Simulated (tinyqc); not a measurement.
Short-channel transistor, virtual-source model with series resistance: course of the iteration: current through the series resistance.

The current per gate width is the charge at the top of the source barrier (the virtual source) times its velocity times a saturation function; al and be are fitting constants of the model. Units: I in uA/um, Rs in ohm um, so I Rs = 1e-6 I Rs in volts; Q in uC/cm^2, so I = 1e-4 Q vx0 Fsat with vx0 in cm/s.

Intrinsic voltages Vg' = Vgs - I Rs, Vd' = Vds - 2 I Rs. n = n0 + nd Vd', VT = VT0 - dl Vd', Ff = 1/(1 + exp((Vg' - VT + al Vt/2)/(al Vt))), Q = Cinv n Vt ln(1 + exp((Vg' - VT + al Vt Ff)/(n Vt))), Vdsat = (vx0 L/mu)(1 - Ff) + Vt Ff, Fsat = u/(1 + u^be)^(1/be) with u = Vd'/Vdsat, and I(out) = Q vx0 Fsat per width. (Fsat takes the sign of u.) I(new) = I(out).

Stop when I changes by less than 1e-7 uA/um, or after 30 iterations.

Inputs (values chosen for the exercise):
- T = 400 K (temperature)
- Cinv = 3.31 uF/cm^2 (inversion capacitance)
- vx0 = 1.1e7 cm/s (velocity at the virtual source)
- mu = 550 cm^2/(V s) (apparent mobility)
- L = 25 nm (channel length)
- VT0 = 0.315 V (threshold at zero drain voltage)
- dl = 0.13 V/V (drain-induced barrier lowering)
- n0 = 1.23 (subthreshold factor)
- nd = 0.1 1/V (growth of n with drain voltage)
- al = 3.5 (threshold shift (in units of Vt) from weak to strong inversion)
- be = 1.8 (sharpness of saturation)
- Rs = 250 ohm um (series resistance of each contact)
- Vgs = 0.5 V (gate voltage)
- Vds = 0.2 V (drain voltage)

Constants: q = 1.602176634e-19 C, kB = 1.380649e-23 J/K, Vt = kB T/q. Results are converted to the units shown.

I at the start = 0 uA/um

Course of the iteration:
```
iteration	I (uA/um)	|change| (uA/um)
1	777.873	778
2	-140.154	918
3	935.532	1080
4	-74.6465	1010
5	862.111	937
6	-102.025	964
7	892.826	995
8	-89.8761	983
9	879.204	969
...	...	...
22	-93.5462	977
23	883.320	977
24	-93.5303	977
25	883.302	977
26	-93.5372	977
27	883.310	977
28	-93.5342	977
29	883.306	977
30	-93.5355	977
```

Did this iteration meet its convergence test, and what does its course show?

No. Not converged within 30 iterations. The value swings between -93.54 and 883.3 for good. At the solution, 316.8 uA/um, the slope dI(out)/dI is -2.68: its size exceeds one, so plain substitution moves away from the root. A rerun with Newton steps converges in 6 iterations.

Program tinyqc, `OMP_NUM_THREADS=1 python tinyqc.py 2380040 2380041 out.jsonl`; Intel Xeon 2.30GHz, shared host, one thread, about 0.01 s.
